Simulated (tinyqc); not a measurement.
Minority-electron transport through the base of a bipolar transistor (Moll-Ross and Kroemer integrals): one step, computed by the program tinyqc. Command: `OMP_NUM_THREADS=1 python tinyqc.py 3026944 3026945 out.jsonl base walk`. One thread of a shared host (Intel(R) Xeon(R) Processor @ 2.30GHz), about 0.01 s of CPU time with the checks.

Low injection, one dimension, x from the emitter edge (0) to the collector edge (W), s = x/W. Recombination is treated as a small correction (valid for tau_B well below tau_n), computed from the stored charge.

Task: Profile and built-in field. N(x) = N_0 (ratio)^(-s); n_i(x) = n_i; D(x) = (k_B T/e) mu, mu = mu_min + (mu_max - mu_min)/(1 + (N/N_ref)^0.7). Field that drives electrons towards the collector, averaged over the base: (k_B T/e) ln[N_0 n_i(W)^2/(N(W) n_i^2)]/W.

Inputs (values chosen for the exercise, modelled on silicon):
```
quantity                               value        unit
base doping at the emitter edge N_0  6.9e+18      1/cm^3
base width W                             140          nm
mu_min                                   190  cm^2/(V s)
mu_max                                  1310  cm^2/(V s)
N_ref                                2.9e+17      1/cm^3
temperature T                            300           K
doping ratio N_0/N(W)                     68           -
```

Base doping profile: exponential. Gap grading: none. Exit of the base: saturation velocity.

Constants: k_B = 8.617333262e-05 eV/K.

Give: Across the base; drift factor eta (potential drop in k_B T/e); mean built-in field.

Result:

Across the base:
```
s    N (1/cm^3)  n_i(x)^2/n_i^2  D (cm^2/s)  y (s/cm^5)
0.0   6.900e+18               1        7.75   8.901e+17
0.2   2.967e+18               1        9.66   3.070e+17
0.4   1.276e+18               1       12.49   1.022e+17
0.6   5.487e+17               1       16.21   3.385e+16
0.8   2.360e+17               1       20.43   1.155e+16
1.0   1.015e+17               1       24.48   4.145e+15
```

drift factor eta (potential drop in k_B T/e) = 4.220

mean built-in field = 7.792 kV/cm
